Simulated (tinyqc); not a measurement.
Worked calculation: FCI on RHF in the sto-3g basis, for H3-, spin multiplicity 1. The basis has no diffuse functions, so it cannot describe the extra electron: this is an exercise in the method, not the real anion. One step of it, computed by the program tinyqc.

Question. FCI: determinants and Hamiltonian. Slater-Condon rules over spin orbitals, with the nuclear repulsion added and E(HF) subtracted on the diagonal.

one-electron integrals over orbitals h = C^T H C (hartree), lower triangle:
```
,1,2,3
1,-1.335444
2,0.000000,-1.057115
3,-0.110144,0.000000,-0.837530
```

Two-electron integrals over orbitals (pq|rs), unique and non-zero (hartree):
```
p,q,r,s,(pq|rs)
1,1,1,1,0.504184
2,1,2,1,0.160403
2,2,1,1,0.440238
2,2,2,2,0.501213
3,1,1,1,0.076570
3,1,2,2,-0.056899
3,1,3,1,0.145687
3,2,2,1,-0.147372
3,2,3,2,0.150063
3,3,1,1,0.525221
3,3,2,2,0.457294
3,3,3,1,0.089408
3,3,3,3,0.570579
```

nuclear repulsion = 1.05162403 hartree

Hartree-Fock energy = -1.28794868 hartree

Give: determinants; H - E(HF) between determinants.

Answer.

Occupation strings over the orbitals (2 doubly, a alpha, b beta, 0 empty; spin orbitals ordered 1a 1b 2a 2b ...): 220 2ab a2b 2ba b2a 202 ab2 ba2 022

H - E(HF) between determinants (hartree), lower triangle:
```
,220,2ab,a2b,2ba,b2a,202,ab2,ba2,022
220,0.0000
2ab,0.0000,0.3603
a2b,0.0000,0.0000,0.5634
2ba,0.0000,-0.1501,0.0000,0.3603
b2a,0.0000,0.0000,-0.1457,0.0000,0.5634
202,0.1501,0.0000,0.1474,0.0000,-0.1474,0.8779
ab2,0.0000,-0.1474,0.0000,0.1463,0.0000,0.0000,0.9520
ba2,0.0000,0.1463,0.0000,-0.1474,0.0000,0.0000,-0.1604,0.9520
022,0.1457,0.0000,0.0128,0.0000,-0.0128,0.1604,0.0000,0.0000,1.1511
```
